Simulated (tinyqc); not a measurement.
Inside a calculation: charge neutrality level from zone-averaged pseudopotential bands. Values are carried at full precision from step to step, so a last printed digit may differ when a step is redone from the rounded ones.

Empirical pseudopotential on the fcc lattice, atoms at +/- tau, tau = a (1,1,1)/8, no spin-orbit coupling. H(G,G') = c (2 pi/a)^2 |k + G|^2 delta + VS(q) cos(q.tau) + i VA(q) sin(q.tau), q = G - G', c = hbar^2/2m0; k and G in units of 2 pi/a; VS at |q|^2 = 3, 8, 11 and VA at 3, 4, 11, in rydberg, zero elsewhere. At each k the basis holds all G with |k + G|^2 up to 16; energies are counted from the fourth level at Gamma.

Mesh: k = sum_i (n_i + 1/2)/N b_i, n_i = 0 ... N - 1, b = (-1,1,1), (1,-1,1), (1,1,-1); points with the same sorted |kx|, |ky|, |kz| after folding to the shortest k + G are joined, with their count as weight. Neutrality (branch-point) level: E_N = (1/2) mean over k of [E5 + (E3 + E4)/2], E_n the n-th level from below.

Constants: hbar^2/2m0 = 3.80998211 eV angstrom^2; Ry = 13.60569312 eV.

Inputs chosen for the exercise (classic local form factors of the size used for GaAs, without spin-orbit coupling; not measured data):
- a = 5.642 angstrom (lattice constant)
- VS = (-0.234, 0.01, 0.06) Ry (symmetric form factors)
- VA = (0.071, 0.051, 0.009) Ry (antisymmetric form factors)
- mesh = 3 (points along each reciprocal vector)

## Levels on the mesh

Diagonalise at each joined point.

Levels (eV):
```
kx          ky      kz  weight       E3       E4      E5      E6
0.1667  0.1667  0.1667       2  -0.2867  -0.2867  2.5078  5.0357
0.5000  0.1667  0.1667       6  -1.5358  -1.2837  3.1012  4.7071
0.5000  0.5000  0.1667       6  -2.4324  -0.9589  3.1911  5.0615
0.5000  0.5000  0.5000       1  -0.9083  -0.9083  1.7205  5.0355
0.8333  0.1667  0.1667       6  -2.8268  -1.9829  2.3109  3.8200
0.8333  0.5000  0.1667       6  -3.2059  -2.0685  4.3353  4.5969
```

## Gaps

Level 5 at Gamma, at the lowest of (f,0,0) with f = 0.8, 0.85, 0.9, 1, and at (1/2,1/2,1/2).

gaps to Gamma, Delta/X, L (eV): [1.4419, 1.8512, 1.7205]

## The neutrality level

Energies are counted from the valence top at Gamma. E_N = (1/2) weighted mean of [E5 + (E3 + E4)/2]. Compare with half the smallest indirect gap, min(Delta/X, L)/2, and give the barrier for electrons in the limit of full pinning, min(gaps) - E_N.

mean of E5 = 3.1247 eV
mean of (E3 + E4)/2 = -1.8654 eV
E_N = 0.6296 eV
half the indirect gap = 0.8602 eV
pinned barrier for electrons = 0.8123 eV

E_N lies at 44 % of the gap from the valence top. The two estimates differ by 0.23 eV; both rules are good to a few tenths of an eV only, so a position within that distance of a band edge or of mid-gap is not settled. Local form factors place the indirect gaps only to a few tenths of an eV, and E_N moves with them. Spin-orbit coupling, left out, would lift the valence top by a third of its splitting.

## Checks

- Sum of the weights against N^3: both 27.

Computed by tinyqc, a small Python program: `OMP_NUM_THREADS=1 python tinyqc.py 1880115 1880116 out.jsonl` (the numbers bound the seed that draws the inputs); one thread of a shared host (Intel(R) Xeon(R) Processor @ 2.30GHz), about 0.08 s for the whole set of steps.
